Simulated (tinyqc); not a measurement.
Length of a molecular wire: coherent transport through a tight-binding bridge. Computed by the program tinyqc. 

A uniform bridge between two chains:
```
parameter,value
site energy (eV),2.360000
hopping in the bridge (eV),0.860000
lead hopping (eV),2.860000
couplings (eV),"0.58, 1.07"
E (eV),0.100000
```

T = Gamma_L Gamma_R |G_1n|^2 with the self-energies of semi-infinite chains.

Transmission against length:
```
sites,T,ln T
2,6.8866e-03,-4.978
3,1.4448e-03,-6.540
4,3.0686e-04,-8.089
5,6.5343e-05,-9.636
6,1.3922e-05,-11.182
7,2.9666e-06,-12.728
8,6.3215e-07,-14.274
9,1.3471e-07,-15.820
10,2.8705e-08,-17.366
```

E lies outside the band of the bridge (|E - e|/2h = 1.314 > 1), so T decays as exp(-beta n) with beta = 2 arccosh(1.314) = 1.5460 a site; the last two rows give 1.5460.
